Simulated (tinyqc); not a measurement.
Worked calculation: MP2 on RHF in the sto-6g basis, for H6, spin multiplicity 1. One step of it, computed by the program tinyqc.

Question. Second-order Moller-Plesset energy. E2 = sum_ijab (ia|jb) [2 (ia|jb) - (ib|ja)] / (e_i + e_j - e_a - e_b) over occupied i, j and virtual a, b; the opposite-spin part is (ia|jb)^2 / denominator, the rest is same-spin, and SCS-MP2 scales them by 6/5 and 1/3.

orbital energies (hartree): MO1 -0.572846, MO2 -0.488685, MO3 -0.372353, MO4 0.233522, MO5 0.462639, MO6 0.708258

Two-electron integrals over orbitals (pq|rs), unique and non-zero (hartree):
```
p,q,r,s,(pq|rs)
1,1,1,1,0.380600
2,1,2,1,0.124437
2,2,1,1,0.299874
2,2,2,2,0.356948
3,1,1,1,0.076096
3,1,2,2,-0.053165
3,1,3,1,0.122157
3,2,2,1,-0.115601
3,2,3,2,0.133381
3,3,1,1,0.349975
3,3,2,2,0.313113
3,3,3,1,0.038668
3,3,3,3,0.349557
4,1,2,1,0.037662
4,1,3,2,0.007811
4,1,4,1,0.083589
4,2,1,1,0.056058
4,2,2,2,-0.003085
4,2,3,1,0.050027
4,2,3,3,0.011056
4,2,4,2,0.073540
4,3,2,1,0.061992
4,3,3,2,-0.059199
4,3,4,1,0.016313
4,3,4,3,0.082698
4,4,1,1,0.350560
4,4,2,2,0.313005
4,4,3,1,0.037265
4,4,3,3,0.342291
4,4,4,2,0.018143
4,4,4,4,0.354221
5,1,1,1,0.008890
5,1,2,2,0.027531
5,1,3,1,-0.023054
5,1,3,3,-0.011519
5,1,4,2,0.039900
5,1,4,4,-0.004898
5,1,5,1,0.050491
5,2,2,1,0.024621
5,2,3,2,0.005561
5,2,4,1,0.056528
5,2,4,3,-0.042262
5,2,5,2,0.093363
5,3,1,1,-0.061659
5,3,2,2,-0.001189
5,3,3,1,-0.052760
5,3,3,3,-0.021155
5,3,4,2,-0.070980
5,3,4,4,-0.017843
5,3,5,1,-0.036358
5,3,5,3,0.075081
5,4,2,1,0.115824
5,4,3,2,-0.128556
5,4,4,1,-0.001566
5,4,4,3,0.060665
5,4,5,2,-0.004466
5,4,5,4,0.136305
5,5,1,1,0.311164
5,5,2,2,0.360991
5,5,3,1,-0.046191
5,5,3,3,0.322537
5,5,4,2,0.000042
5,5,4,4,0.329119
5,5,5,1,0.027548
5,5,5,3,-0.002610
5,5,5,5,0.380881
6,1,2,1,0.001549
6,1,3,2,0.015838
6,1,4,1,0.029923
6,1,4,3,0.054466
6,1,5,2,-0.035599
6,1,5,4,-0.013636
6,1,6,1,0.070293
6,2,1,1,-0.012903
6,2,2,2,-0.030967
6,2,3,1,0.021345
6,2,3,3,0.003788
6,2,4,2,-0.037723
6,2,4,4,0.005804
6,2,5,1,-0.047955
6,2,5,3,0.039628
6,2,5,5,-0.030265
6,2,6,2,0.049964
6,3,2,1,0.040306
6,3,3,2,0.001504
6,3,4,1,0.081077
6,3,4,3,0.017641
6,3,5,2,0.057348
6,3,5,4,-0.002575
6,3,6,1,0.029171
6,3,6,3,0.085507
6,4,1,1,0.078204
6,4,2,2,-0.047749
6,4,3,1,0.118868
6,4,3,3,0.039967
6,4,4,2,0.052420
6,4,4,4,0.041080
6,4,5,1,-0.020559
6,4,5,3,-0.054298
6,4,5,5,-0.049510
6,4,6,2,0.020521
6,4,6,4,0.127401
6,5,2,1,-0.127913
6,5,3,2,0.120227
6,5,4,1,-0.038849
6,5,4,3,-0.065930
6,5,5,2,-0.025384
6,5,5,4,-0.124936
6,5,6,1,-0.002379
6,5,6,3,-0.043760
6,5,6,5,0.141972
6,6,1,1,0.401514
6,6,2,2,0.317698
6,6,3,1,0.080068
6,6,3,3,0.371385
6,6,4,2,0.060785
6,6,4,4,0.377741
6,6,5,1,0.010421
6,6,5,3,-0.067514
6,6,5,5,0.337018
6,6,6,2,-0.014857
6,6,6,4,0.087125
6,6,6,6,0.442346
```

Hartree-Fock energy = -3.13994025 hartree

Give: Terms; Pair energies; MP2 correlation energy; SCS-MP2 correlation energy; MP2 total energy.

Answer.

Terms (the 40 largest of 41):
```
i,j,a,b,(ia|jb),(ib|ja),denominator,term
3,3,4,4,0.0827,0.0827,-1.2118,-0.0056
1,3,4,6,0.0811,0.0545,-1.8870,-0.0046
3,1,6,4,0.0811,0.0545,-1.8870,-0.0046
2,2,5,5,0.0934,0.0934,-1.9026,-0.0046
3,2,5,4,-0.0710,-0.0423,-1.5572,-0.0045
2,3,4,5,-0.0710,-0.0423,-1.5572,-0.0045
1,1,4,4,0.0836,0.0836,-1.6127,-0.0043
2,2,4,4,0.0735,0.0735,-1.4444,-0.0037
3,3,6,6,0.0855,0.0855,-2.1612,-0.0034
3,3,5,5,0.0751,0.0751,-1.6700,-0.0034
2,1,5,4,0.0565,0.0399,-1.7577,-0.0024
1,2,4,5,0.0565,0.0399,-1.7577,-0.0024
2,3,5,6,0.0573,0.0396,-2.0319,-0.0021
3,2,6,5,0.0573,0.0396,-2.0319,-0.0021
1,1,6,6,0.0703,0.0703,-2.5622,-0.0019
1,2,5,6,-0.0480,-0.0356,-2.2324,-0.0013
2,1,6,5,-0.0480,-0.0356,-2.2324,-0.0013
1,1,5,5,0.0505,0.0505,-2.0710,-0.0012
2,2,6,6,0.0500,0.0500,-2.3939,-0.0010
1,3,6,4,0.0545,0.0811,-1.8870,-0.0008
3,1,4,6,0.0545,0.0811,-1.8870,-0.0008
2,2,6,4,-0.0377,-0.0377,-1.9192,-0.0007
2,2,4,6,-0.0377,-0.0377,-1.9192,-0.0007
1,3,5,5,-0.0364,-0.0364,-1.8705,-0.0007
3,1,5,5,-0.0364,-0.0364,-1.8705,-0.0007
1,2,5,4,0.0399,0.0565,-1.7577,-0.0005
2,1,4,5,0.0399,0.0565,-1.7577,-0.0005
1,1,6,4,0.0299,0.0299,-2.0875,-4.29e-04
1,1,4,6,0.0299,0.0299,-2.0875,-4.29e-04
3,2,5,6,0.0396,0.0573,-2.0319,-4.27e-04
2,3,6,5,0.0396,0.0573,-2.0319,-4.27e-04
2,1,5,6,-0.0356,-0.0480,-2.2324,-3.71e-04
1,2,6,5,-0.0356,-0.0480,-2.2324,-3.71e-04
3,2,4,5,-0.0423,-0.0710,-1.5572,-3.68e-04
2,3,5,4,-0.0423,-0.0710,-1.5572,-3.68e-04
1,3,6,6,0.0292,0.0292,-2.3617,-3.60e-04
3,1,6,6,0.0292,0.0292,-2.3617,-3.60e-04
1,3,4,4,0.0163,0.0163,-1.4122,-1.88e-04
3,1,4,4,0.0163,0.0163,-1.4122,-1.88e-04
3,3,6,4,0.0176,0.0176,-1.6865,-1.85e-04
```

Pair energies (hartree; pair i-j sums ij and ji):
```
pair,opposite spin,same spin
1-1,-0.0083,0
2-1,-0.0086,-4.51e-04
2-2,-0.0109,0
3-1,-0.0126,-0.0008
3-2,-0.0135,-0.0014
3-3,-0.0128,0
```

MP2 correlation energy = -0.069356 hartree

SCS-MP2 correlation energy = -0.080999 hartree

MP2 total energy = -3.209296 hartree
